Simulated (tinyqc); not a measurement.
What moves the results: linear model of a band gap against the share of exact exchange. A value that a table varies takes the place of the one given here.

E(alpha) = E0 + S alpha. A wider gap screens less, modelled in the Penn form eps(alpha) = 1 + (e0 - 1)(EP/(EP + S alpha))^2 with a scale EP chosen for the exercise. A dielectric-dependent hybrid takes alpha = 1/eps.

Values chosen for the exercise (of the order of those of Si; shifted at random, so the results belong to these values and not to a real crystal): E0 = 0.58 eV (gap of the semi-local functional); S = 5.29 eV (slope dE/d(alpha)); e0 = 12.87 (optical dielectric constant at alpha = 0); EP = 10 eV (energy scale of the screening); Et = 1.17 eV (target gap).

## Sweep of alpha

Also the exciton scale relative to alpha = 0, (m/m(0))(eps(0)/eps)^2, with a mass proportional to E + D, D = E0/2 + 0.3 eV, a k.p rule for direct gaps only.

Results:

| alpha | E (eV) | eps | alpha eps | exciton scale |
|---|---|---|---|---|
| 0.00 | 0.580 | 12.870 | 0.000 | 1.00 |
| 0.05 | 0.845 | 12.266 | 0.613 | 1.35 |
| 0.10 | 1.109 | 11.707 | 1.171 | 1.75 |
| 0.15 | 1.373 | 11.189 | 1.678 | 2.22 |
| 0.20 | 1.638 | 10.707 | 2.141 | 2.75 |
| 0.25 | 1.903 | 10.259 | 2.565 | 3.35 |
| 0.35 | 2.432 | 9.451 | 3.308 | 4.79 |
| 0.50 | 3.225 | 8.424 | 4.212 | 7.61 |

alpha eps reaches 1 between alpha = 0.05 and 0.1 (fixed point 0.084), and the target gap is met between 0.1 and 0.15. At the fixed point the gap is 1.03 eV, -0.14 eV from the target. From 0 to 0.25 the gap grows by 1.32 eV while eps falls by 20 %; the exciton scale, which takes both, grows by a factor of 3.35 (formal for an indirect gap).

## What each parameter does

Fixed point alpha = 1/eps(alpha), gap and eps there. Each row changes one parameter from the base and keeps the others.

Results:

| case | alpha | E (eV) | eps |
|---|---|---|---|
| base | 0.0842 | 1.025 | 11.879 |
| E0 = 0.522 eV | 0.0842 | 0.967 | 11.879 |
| S = 4.761 eV | 0.0835 | 0.977 | 11.980 |
| e0 = 11.583 | 0.0943 | 1.079 | 10.601 |
| EP = 9 eV | 0.0850 | 1.030 | 11.767 |

The largest shifts from the base row, up to three for each result and ties (the steps differ in size, so this ranks the rows, not the parameters). alpha: e0 +0.0102, EP +0.0008, S -0.0007; unchanged at the printed digits by E0. E (eV): E0 -0.058, e0 +0.054, S -0.048. eps: e0 -1.279, EP -0.112, S +0.100; unchanged at the printed digits by E0.

Run: tinyqc, `OMP_NUM_THREADS=1 python tinyqc.py 1880624 1880625 out.jsonl`; Intel(R) Xeon(R) Processor @ 2.30GHz, one thread, shared host; about 0.01 s of CPU time with all checks.
